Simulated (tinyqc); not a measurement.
Long-channel MOSFET, surface-potential model: two steps of the calculation.

n-channel transistor on a uniformly doped p-type body, gradual-channel approximation, constant mobility, Boltzmann statistics, full ionisation. Potentials are counted from the neutral body; V is the electron quasi-Fermi potential, Vsb at the source and Vsb + Vds at the drain. Charges are magnitudes per area.

Parameters, values chosen for the exercise; material values close to those of silicon: temperature T = 293 K; flat-band voltage Vfb = -0.45 V; channel mobility mu = 270 cm^2/(V s); gate width W = 20 um; gate length L = 1 um; source-body reverse bias Vsb = 0.5 V; gate-source voltage Vgs = 1.24 V; drain-source voltage Vds = 1.2 V.

Constants: q = 1.602176634e-19 C, kB = 1.380649e-23 J/K, Vt = kB T/q. Results are converted to the units shown.

Problem 1. Surface potential at the source by Newton steps. With V = Vsb: G = psi - Vt + Vt e, e = exp((psi - 2 phiF - Vsb)/Vt); f = Vgs + Vsb - Vfb - psi - gamma sqrt(G); f' = -1 - gamma (1 + e)/(2 sqrt(G)); psi(new) = psi - f/f'.

psi at the start (the smaller of 2 phiF + Vsb + 4 Vt and the root without inversion charge) = 1.5427800 V
phiF = 0.47089260 V
gamma = 0.32282169 V^0.5

Give: G; f; f'; psi after iteration 1.

Solution 1.

G = 2.8960 V
f = 0.097849 V
f' = -6.2733
psi after iteration 1 = 1.5584 V

Problem 2. Pao-Sah current by Simpson's rule. I = mu (W/L) integral of Qi dV; Simpson's rule on the 9 points, step Vds/8, weights 1, 4, 2, ..., 4, 1 times step/3.

Qi, Pao-Sah, point 0 to 8 (nC/cm^2): 299.94555  120.78201  7.7377997  0.025314147  6.6616619e-5  1.7518309e-7  4.6068170e-10  1.2114619e-12  3.1858001e-15

Give: Pao-Sah current.

Solution 2.

Pao-Sah current = 215.64 uA

Gauss-Legendre quadrature on many points gives 213.2 uA, so this value is 1.1 % above it; the charge-sheet current, 207.8 uA, is 2.5 % below it.

Numbers from tinyqc (`OMP_NUM_THREADS=1 python tinyqc.py 2360174 2360175 out.jsonl`; about 0.06 s on one thread of a shared Intel Xeon 2.30GHz).
